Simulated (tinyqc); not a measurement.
Pariser-Parr-Pople SCF with singles CI, for the molecule C=Cc1ccccc1 (SMILES; centres numbered as the heavy atoms are written), step by step. One step of it, computed by the program tinyqc.

Problem. Iteration 1: orbitals and new P. Diagonalise F (the basis is taken as orthonormal) and form P = 2 sum c c over the lowest orbitals.

F (eV), order 1C, 2C, 3C, 4C, 5C, 6C, 7C, 8C:
$$\begin{pmatrix}
-6.872076 & -3.068521 & -0.361860 & 0.248406 & 0.012586 & -0.149574 & -0.056489 & 0.311172 \\
-3.068521 & -5.793757 & -4.892703 & 1.015015 & 0.095216 & -0.506274 & -0.143506 & 1.026141 \\
-0.361860 & -4.892703 & -3.710911 & -3.392209 & 0.216232 & 0.162087 & 0.221414 & -3.240077 \\
0.248406 & 1.015015 & -3.392209 & -2.946319 & -4.958649 & 0.270414 & 0.650208 & -0.137562 \\
0.012586 & 0.095216 & 0.216232 & -4.958649 & -2.171845 & -4.637963 & -0.689561 & 0.505546 \\
-0.149574 & -0.506274 & 0.162087 & 0.270414 & -4.637963 & -3.881683 & -5.039521 & 0.463037 \\
-0.056489 & -0.143506 & 0.221414 & 0.650208 & -0.689561 & -5.039521 & -2.072637 & -4.515584 \\
0.311172 & 1.026141 & -3.240077 & -0.137562 & 0.505546 & 0.463037 & -4.515584 & -3.648700
\end{pmatrix}$$

pi electrons, sum of z_r less the charge = 8

Give: orbital energies; P after iteration 1.

Solution.

orbital energies (eV): [-11.9372, -10.8093, -7.6939, -7.6432, -4.2038, 2.1677, 3.1605, 5.8612]

P after iteration 1, order 1C, 2C, 3C, 4C, 5C, 6C, 7C, 8C:
$$\begin{pmatrix}
1.0635 & 0.7987 & -0.0267 & -0.3430 & -0.0158 & 0.2802 & 0.0168 & -0.4009 \\
0.7987 & 0.9672 & 0.5957 & 0.0024 & -0.0686 & -0.0170 & -0.0331 & 0.0089 \\
-0.0267 & 0.5957 & 1.0533 & 0.5272 & 0.0286 & -0.2667 & -0.0129 & 0.5400 \\
-0.3430 & 0.0024 & 0.5272 & 1.0164 & 0.7062 & 0.0332 & -0.3015 & -0.1160 \\
-0.0158 & -0.0686 & 0.0286 & 0.7062 & 0.9005 & 0.6255 & 0.0578 & -0.3018 \\
0.2802 & -0.0170 & -0.2667 & 0.0332 & 0.6255 & 1.0285 & 0.6756 & 0.0237 \\
0.0168 & -0.0331 & -0.0129 & -0.3015 & 0.0578 & 0.6756 & 0.8967 & 0.6612 \\
-0.4009 & 0.0089 & 0.5400 & -0.1160 & -0.3018 & 0.0237 & 0.6612 & 1.0738
\end{pmatrix}$$
